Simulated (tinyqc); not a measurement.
Valence-band offset from core levels (Kraut method), with the dipole against the affinity rule: one step of the calculation.

Binding energies are counted downwards from the Fermi level. dEv > 0 means that the valence edge of B lies below that of A, dEc > 0 that the conduction edge of B lies above that of A; dEc + dEv = EgB - EgA. The spectra are made-up values treated as data.

Question. Offsets. dEv = (iB - iA) - (cB - vB) + (cA - vA), dEc = EgB - EgA - dEv.

Values chosen for this exercise; gaps and affinities close to those of germanium (A) and zirconium oxide (B):

| symbol | value | unit | meaning |
|---|---|---|---|
| EgA | 0.67 | eV | gap of the substrate A |
| EgB | 5.88 | eV | gap of the overlayer B |
| cA | 61.93 | eV | core level of bare A |
| cB | 89.34 | eV | core level of thick B |
| vB | 2.85 | eV | valence-band maximum of thick B |
| iA | 61.98 | eV | core level of A under a thin film of B |
| iB | 89.87 | eV | core level of B in that thin film |

vA = 0.25087273 eV

Wanted: cA - vA; cB - vB; iB - iA; dEv; dEc.

Answer.

cA - vA = 61.679 eV
cB - vB = 86.490 eV
iB - iA = 27.890 eV
dEv = 3.0791 eV
dEc = 2.1309 eV

The alignment is type I (straddling). Both offsets exceed 1 eV, the usual requirement for a gate dielectric. A rigid shift of all levels, by charging or doping, cancels in the differences.

Numbers from tinyqc (`OMP_NUM_THREADS=1 python tinyqc.py 2410118 2410119 out.jsonl`; about 0.01 s on one thread of a shared Intel Xeon 2.30GHz).
